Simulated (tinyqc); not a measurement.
A barrier in a uniform field, exact transmission by Airy functions: two steps of the calculation.

The left lead has its band edge at 0, the barrier edge falls as U(x) = U0 - F x with F = V/d for 0 < x < d, and the right lead has its edge at -V. No transverse momentum; C = hbar^2/(2 m0); psi and psi'/m are continuous. M carries (psi, psi'/m) across the barrier.

Inputs (values chosen for the exercise); U0 - E and the mass are of the order of those of aluminium oxide on silicon:
- U0 = 2.83 eV (barrier edge at x = 0)
- m1 = 0.39 m0 (mass in the barrier)
- E = 0.16 eV (electron energy)
- d = 0.8 nm (barrier width)
- V = 0.98 V (voltage across the barrier)

Constants: q = 1.602176634e-19 C, hbar = 1.054571817e-34 J s, m0 = 9.1093837015e-31 kg, hbar^2/(2 m0) = 0.0380998212 eV nm^2. Results are converted to the units shown.

Task 1. Transfer matrix. With a = Ai, a' = Ai', b = Bi, b' = Bi' at z1 (left edge) and z2 (right edge): M11 = pi (a2 b1' - b2 a1'), M12 = (pi/s)(b2 a1 - a2 b1), M21 = pi s (a2' b1' - b2' a1'), M22 = pi (b2' a1 - a2' b1).

Airy functions:
```
              Ai            Ai'         Bi        Bi'
z1  9.3636617e-5  -2.1510469e-4  756.27376  1662.0833
z2  0.0045241996  -0.0084213970  19.757809  33.579759
```

s = -5.9570052 1/nm

Wanted: M (M12 in nm, M21 in 1/nm).

Result 1.

M (M12 in nm, M21 in 1/nm):
```
       1      2
1  23.64  1.803
2  261.8  20.02
```

Task 2. Transmission, exact and WKB. With M acting on (psi, psi'/m) and v = k/m in each lead, T(E) = 4 vL vR/[(vL vR M12 - M21)^2 + (vR M11 + vL M22)^2]. WKB: exp(-S), S = (4/(3 F)) sqrt(m1/C) [max(U0 - E, 0)^1.5 - max(U0 - F d - E, 0)^1.5].

M (M12 in nm, M21 in 1/nm):
```
           1          2
1  23.636861  1.8034653
2  261.81263  20.018310
```

vL = 2.5035780 1/nm
vR = 6.6827245 1/nm

Give: T(E); S; exp(-S); ratio T(E)/exp(-S).

Result 2.

T(E) = 6.9027e-4
S = 7.5421
exp(-S) = 5.3026e-4
ratio T(E)/exp(-S) = 1.3018

Range of the model: Masses are held fixed, although real bands cease to be parabolic a few tenths of an eV from their edges.

Numbers from tinyqc (`OMP_NUM_THREADS=1 python tinyqc.py 2580123 2580124 out.jsonl`; about 0.01 s on one thread of a shared Intel Xeon 2.30GHz).
